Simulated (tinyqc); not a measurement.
Energy relaxation with and without hot phonons: decay of LO phonons and the hot-phonon bottleneck in the cooling of electrons. Computed by tinyqc, a small Python program. Command: `OMP_NUM_THREADS=1 python tinyqc.py 3027637 3027638 out.jsonl hotphonon walk`. One thread of a shared host (Intel(R) Xeon(R) Processor @ 2.30GHz), about 0.01 s of CPU time with the checks.

n(E, T) = 1/(exp(E/(k_B T)) - 1) is the Bose occupation. Electrons have a temperature T_e; the LO modes within their reach share one occupation N; the decay products stay at the lattice temperature.

Inputs (values chosen for the exercise, modelled on indium arsenide):

| quantity | value | unit |
|---|---|---|
| LO energy hbar omega | 30.9 | meV |
| lifetime at T = 0, tau_0 | 7.1 | ps |
| share f of the energy in the softer product | 0.2 | - |
| lattice temperature T | 150 | K |
| electron mass m* | 0.0266 | m_0 |
| eps_inf | 12.6 | - |
| static dielectric constant eps_s | 14.7 | - |
| electron density n | 4.4e+17 | 1/cm^3 |
| density of LO modes that the electrons reach, N_m | 3.4e+19 | 1/cm^3 |

Decay channel: two unequal phonons (Ridley).

Constants: k_B = 8.617333262e-05 eV/K; c = 299792458 m/s; e^2/(4 pi eps_0) = 14.39964548 eV angstrom; hbar^2/(2 m_0) = 3.80998212 eV angstrom^2; hbar = 6.582119569e-16 eV s; e = 1.602176634e-19 C; k_B = 1.380649e-23 J/K.

Method:
- Decay rate 1/tau = (1/tau_0) [1 + n(f hbar omega) + n((1 - f) hbar omega)].
- Full width Gamma = 1/(2 pi c tau) in 1/cm, c in cm/s.
- Froehlich coupling alpha = (e^2/(4 pi eps_0)) (1/eps_inf - 1/eps_s) k_0/(2 hbar omega), k_0 = sqrt(m* hbar omega/(hbar^2/(2 m_0))); emission time tau_sp = hbar/(2 alpha hbar omega); bottleneck ratio r = (n/N_m) tau/tau_sp.
- Net emission per electron: [(N + 1) x - N]/tau_sp with x = exp(-hbar omega/(k_B T_e)), a simple two-level balance; steady state of the modes: n [(N + 1) x - N]/tau_sp = N_m (N - N_0)/tau; power per electron P = hbar omega [(N + 1) x - N]/tau_sp.
- P(T_e) = (hbar omega/tau_sp) [(N_0 + 1) x - N_0]/[1 + r (1 - x)], and r = 0 without hot phonons; energy relaxation time tau_E = (3/2) k_B (T_e - T)/P.

emission time tau_sp = 274.488 fs

equilibrium LO occupation N_0 = 0.100814

bottleneck ratio r = 0.119354

phonon lifetime tau = 2.53155 ps

Cooling:

| T_e (K) | P, cold phonons (nW) | P, hot phonons (nW) | ratio | tau_E (ps) | N |
|---|---|---|---|---|---|
| 180 | 0.89000 | 0.80684 | 1.1031 | 0.77003 | 0.10615 |
| 230 | 2.3578 | 2.1548 | 1.0942 | 0.76889 | 0.11507 |
| 300 | 4.1901 | 3.8682 | 1.0832 | 0.80308 | 0.12641 |
| 450 | 7.1311 | 6.6924 | 1.0656 | 0.92836 | 0.14510 |
| 650 | 9.6177 | 9.1545 | 1.0506 | 1.1311 | 0.16139 |
| 950 | 11.794 | 11.368 | 1.0375 | 1.4575 | 0.17604 |
| 1450 | 13.686 | 13.337 | 1.0261 | 2.0186 | 0.18907 |
| 2150 | 14.986 | 14.716 | 1.0183 | 2.8145 | 0.19820 |

What does the comparison show, and why?

Reabsorption cuts the loss by a factor 1.10 at the lowest T_e and 1.02 at the highest; the factor is 1 + r (1 - x) with r = 0.119. tau_E runs from 0.77 to 2.8 ps, with its shortest value, 0.77 ps, at T_e = 230 K, against tau_sp = 270 fs and a phonon lifetime of 2.5 ps. In the coldest rows the electrons are degenerate, so (3/2) k_B (T_e - T) overstates their excess energy. Pauli blocking is left out, as are upper valleys and non-parabolic bands, which can matter above about 1000 K.

Extremes, crossings and ranges named in words are read from the listed rows.
